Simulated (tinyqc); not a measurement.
Thickness of the film: ellipsoidal valleys in the axes of a wafer and a channel.

Valleys with axes a along x, y and z, two valleys each; inverse mass tensor w = 1/mt + (1/ml - 1/mt) a a. Device axes: z = nz/|nz|, x = nx/|nx|, y = z cross x; in them a = (ax, ay, az). Confinement mass mz = 1/w_zz. In the plane w_ij is replaced by u_ij = w_ij - w_iz w_jz/w_zz (i, j = x, y); density-of-states mass md = 1/sqrt(det u); conductivity mass along x mc = 1/u_xx; ballistic transport mass mx = u_yy/det u, width mass my = 1/u_yy.

Hard walls: E_n = c (n pi/t)^2/mz, c = hbar^2/2m0, n = 1, 2, 3. Non-degenerate share of a valley proportional to md sum_n exp(-E_n/kT); mean 1/mc = sum of share/mc. 1 nm = 10 angstrom.

Constants: hbar^2/2m0 = 3.80998211 eV angstrom^2; kB = 8.617333262e-05 eV/K.

Parameters, chosen for this exercise (near those of the Delta valleys of Si; not measured data): ml = 0.915 m0 (longitudinal mass); mt = 0.188 m0 (transverse mass); nz = (1, 1, 0) (surface normal (confinement)); nx = (1, -1, 1) (channel direction); T = 400 K (temperature).

Share of the lowest ladder and mean conductivity mass.

Results:

| t (nm) | lowest E1 (meV) | spread of E1 (meV) | share of the lowest ladder | mean mc |
|---|---|---|---|---|
| 2.0 | 301.4 | 198.6 | 0.998 | 0.3351 |
| 3.0 | 134.0 | 88.3 | 0.953 | 0.3305 |
| 4.0 | 75.3 | 49.7 | 0.868 | 0.3221 |
| 5.0 | 48.2 | 31.8 | 0.798 | 0.3155 |
| 7.0 | 24.6 | 16.2 | 0.730 | 0.3094 |
| 10.0 | 12.1 | 7.9 | 0.700 | 0.3067 |
| 14.0 | 6.2 | 4.1 | 0.679 | 0.3049 |

The spread falls as 1/t^2 and passes kT = 34.5 meV between t = 4 and 5 nm; the share of the lowest ladder goes from 0.998 to 0.679 and the mean mass goes from 0.3351 to 0.3049, against 0.3038 for equal shares, the limit of a thick film (the bulk value 3/(1/ml + 2/mt) is 0.2557; the two differ since axes are tilted in the x-z plane and in a quantised film no valley carries current across it; once scattering blurs the subbands the bulk value returns). Three subbands a valley become too few once E3 nears kT. In the thinnest rows E1 (301 meV) is beyond the parabolic range.

(tinyqc, `OMP_NUM_THREADS=1 python tinyqc.py 1850815 1850816 out.jsonl`, Intel(R) Xeon(R) Processor @ 2.30GHz, 1 thread, shared host, about 0.01 s.)
